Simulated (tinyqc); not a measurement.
Changing the half width of a debonded strip w: thermal stress, cracking, delamination and buckling of a thin film; Griffith cracks and misfitting inclusions. Computed by tinyqc, a small Python program. Command: `OMP_NUM_THREADS=1 python tinyqc.py 3031526 3031527 out.jsonl filmcrack sweep`. One thread of a shared host (Intel(R) Xeon(R) Processor @ 2.30GHz), about 0.01 s of CPU time with the checks.

Isotropic linear elasticity; the substrate is much thicker than the film; stress is positive in tension.

Inputs (values chosen for the exercise, for a model film): film Young's modulus E = 67.9 GPa; film Poisson ratio nu = 0.18; film expansion alpha_f = 0.673 1e-6/K; substrate expansion alpha_s = 3.1 1e-6/K; deposition temperature T_d = 975 K; final temperature T = 300 K; intrinsic stress = 130 MPa; film thickness h = 0.089 micrometre.

Method. Thermal strain = (alpha_f - alpha_s)(T_d - T); stress = E/(1 - nu) x strain + intrinsic stress; plane-strain modulus Ebar = E/(1 - nu^2); G0 = stress^2 h/(2 Ebar) is the energy freed per area when a long strip loses its stress across its width. A strip of half width w clamped at both edges buckles at sigma_c = (pi^2/12) Ebar (h/w)^2. Above it: height = h sqrt((4/3)(|s|/sigma_c - 1)), driving force at the edges G = G0 (1 - sigma_c/|s|)(1 + 3 sigma_c/|s|); below it both are 0. The smallest strip that buckles has w0 = pi h sqrt(Ebar/(12 |s|)).

One run for each value; columns: (1) half width of a debonded strip w (micrometre); (2) driving force at the edges (J/m^2); (3) blister height (micrometre); (4) buckling stress sigma_c (MPa):
```
(1)          (2)     (3)        (4)
0.27           0  0.0000  6.271e+03
0.43           0  0.0000  2.472e+03
0.68           0  0.0000  9.887e+02
1.10           0  0.0000  3.778e+02
1.70           0  0.0000  1.582e+02
2.80           0  0.0000  5.831e+01
4.40           0  0.0000  2.361e+01
7.00           0  0.0000  9.330e+00
11.00  2.020e-05  0.0724  3.778e+00
18.00  2.659e-05  0.1782  1.411e+00
```

What does the table show?

Over the rows, driving force at the edges (J/m^2) rises from 0 to 2.66e-5, flat over part of the range; blister height (micrometre) rises from 0 to 0.178, flat over part of the range; buckling stress sigma_c (MPa) falls from 6270 to 1.41 (exponent d ln y / d ln x about -2.0 throughout).

Caution (rows 0.270, 0.430): a strip this narrow against its thickness is outside thin-plate theory, so sigma_c is only formal.

Extremes, crossings and ranges named in words are read from the listed rows.
